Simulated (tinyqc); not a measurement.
Phonon side bands at T = 0: configuration-coordinate model of carrier capture at a defect.

Two parabolas of equal curvature k in one coordinate Q: with the carrier free at the band edge, U_f = k Q^2/2; with the carrier trapped, U_t = k (Q - dQ)^2/2 - ET. ER = k dQ^2/2, Huang-Rhys factor S = ER/hw, hw = 0.0646541 sqrt(k/M) eV for k in eV/angstrom^2 and M in u. The curves cross at a height Eb = (ER - ET)^2/(4 ER) above the free minimum.

Inputs chosen for the exercise (out of a larger set: of the size met at a deep level in Si; not measured data): ET = 0.3 eV (thermal depth of the level below the band edge); ER = 0.26 eV (relaxation energy); hw = 0.029 eV (phonon energy of the mode).

Weights exp(-S) S^j/j! of the line with j phonons, S = ER/hw; absorption at ET + j hw, emission at ET - j hw (a dash if negative).

Lines:
```
j    weight  absorption (eV)  emission (eV)
0   0.00013            0.300          0.300
1   0.00115            0.329          0.271
2   0.00513            0.358          0.242
3   0.01534            0.387          0.213
4   0.03439            0.416          0.184
5   0.06166            0.445          0.155
6   0.09214            0.474          0.126
7   0.11801            0.503          0.097
8   0.13225            0.532          0.068
9   0.13175            0.561          0.039
10  0.11812            0.590          0.010
11  0.09627            0.619              -
12  0.07193            0.648              -
13  0.04960            0.677              -
```

The zero-phonon line holds 0.0128 % of the band and the largest weight falls on j = 8, next to S = 8.97; the lines listed add to 0.9279.

tinyqc: `OMP_NUM_THREADS=1 python tinyqc.py 1452372 1452373 out.jsonl`; about 0.01 s, one thread, shared Intel(R) Xeon(R) Processor @ 2.30GHz.
